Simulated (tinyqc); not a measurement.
Local against global planarity over time: chemical-mechanical planarisation: Preston law, pattern density and step-height reduction. Computed by tinyqc, a small Python program. Command: `OMP_NUM_THREADS=1 python tinyqc.py 3008903 3008904 out.jsonl cmp walk`. One thread of a shared host (Intel(R) Xeon(R) Processor @ 2.30GHz), about 0.01 s of CPU time with the checks.

A row of 12 cells, repeated periodically, holds raised features that cover a share rho of each cell.

Inputs (values chosen for the exercise, close to those used for oxide polishing):

| quantity | value | unit |
|---|---|---|
| Preston coefficient K | 7.2e-14 | 1/Pa |
| pressure P | 33 | kPa |
| platen and carrier speed | 80 | rpm |
| distance between the centres | 19 | cm |
| initial step height h0 | 610 | nm |
| contact height h_c | 140 | nm |
| film above the raised areas z0 | 950 | nm |
| cell size | 2 | mm |
| planarisation length | 3.2 | mm |

local pattern densities, cell by cell: 0.1  0.3  0.9  0.7  0.6  0.2  0.5  0.2  0.5  0.8  0.9  0.4

Method:
- With equal rotation speeds the relative speed is uniform, v = omega r_c; Preston rate R0 = K P v.
- The stiff pad averages the density: rho_eff(i) = sum_j w_ij rho_j / sum_j w_ij, w = exp(-2 d^2/L^2), L the planarisation length and d the distance between cell centres, summed over all periodic images of cell j.
- While h > h_c only raised areas polish, at R0/rho_eff, until t_c = rho_eff (h0 - h_c)/R0. After that h = h_c exp(-(t - t_c)/tau), tau = rho_eff h_c/R0; low areas polish at R0 (1 - h/h_c) and raised areas at R0 [1 + (1 - rho_eff) h/(rho_eff h_c)]. Removed from raised areas after t_c: h0 - h_c + R0 (t - t_c) + (1 - rho_eff)(h_c - h); from low areas: R0 (t - t_c) - rho_eff (h_c - h). Film left = z0 less the removal from raised areas.
- Times are multiples of h0/R0; the range is the largest minus the smallest removal from raised areas.

effective densities: 0.249786  0.402676  0.692721  0.702758  0.535579  0.371214  0.365427  0.350618  0.508587  0.731985  0.736148  0.452500

blanket rate R0 = 3.78197 nm/s

Steps and range (nm):

| multiple | t (s) | largest step | smallest step | range across the row | mean removal from raised areas |
|---|---|---|---|---|---|
| 0.10 | 16.13 | 527.14 | 365.79 | 161.35 | 134.2 |
| 0.20 | 32.26 | 444.27 | 122.74 | 321.82 | 268.4 |
| 0.30 | 48.39 | 361.41 | 21.45 | 375.95 | 392.9 |
| 0.45 | 72.58 | 237.11 | 1.57 | 358.07 | 538.6 |
| 0.60 | 96.77 | 115.29 | 0.11 | 327.02 | 652.6 |
| 0.80 | 129.03 | 35.29 | 0.00 | 305.99 | 784.4 |
| 1.00 | 161.29 | 10.80 | 0.00 | 299.53 | 909.0 |
| 1.30 | 209.68 | 1.83 | 0.00 | 297.16 | 1092.8 |
| 1.70 | 274.20 | 0.17 | 0.00 | 296.73 | 1336.9 |

Local steps shrink to 0.17 nm or less, but the range across the row reaches up to 375.9 nm among these rows and ends at 296.7 nm, against the limit (largest - smallest rho_eff) h0 = 296.7 nm: once flat, all cells polish alike and the difference stays. Evener density (dummy fill), a longer planarisation length or a smaller initial step reduces it. Caution: in the last rows the removal passes z0 somewhere, so they describe a thicker film than the one given.

Extremes, crossings and ranges named in words are read from the listed rows.
